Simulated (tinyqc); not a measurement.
A stack of flat layers between unequal leads with mass mismatch, transfer matrices: one step of the calculation.

One electron of energy E comes from the left lead (band edge 0); no transverse momentum. Parabolic bands, masses in units of m0, C = hbar^2/(2 m0); psi and psi'/m are continuous at every interface. The layers follow each other from left to right, then the right lead.

Problem. Transmission and reflection. The matrix M carries (psi, psi'/m) across the stack, and v = k/m in each lead. psi = 1 + r at the left edge (incident amplitude 1) and t at the right edge. With det M = 1, a = i vR M11 - M21 and b = -vL vR M12 - i vL M22: t = 2 i vL/(a - b), r = -(a + b)/(a - b), T(E) = (vR/vL) |t|^2, R(E) = |r|^2.

M:
```
            1           2
1  -1.3445816  0.12406930
2  -11.129780  0.28325844
```

vL = 13.500731 1/nm
vR = 14.087290 1/nm

Give: t; r; T(E); R(E).

Solution.

t = -0.28456+0.65367i
r = 0.06188+0.68251i
T(E) = 0.53034
R(E) = 0.46966

T(E) + R(E) = 1: the current is conserved.

Range of the model: Masses are held fixed, although real bands cease to be parabolic a few tenths of an eV from their edges (inside a barrier too).

Program tinyqc, `OMP_NUM_THREADS=1 python tinyqc.py 2560123 2560124 out.jsonl`; Intel Xeon 2.30GHz, shared host, one thread, about 0.01 s.
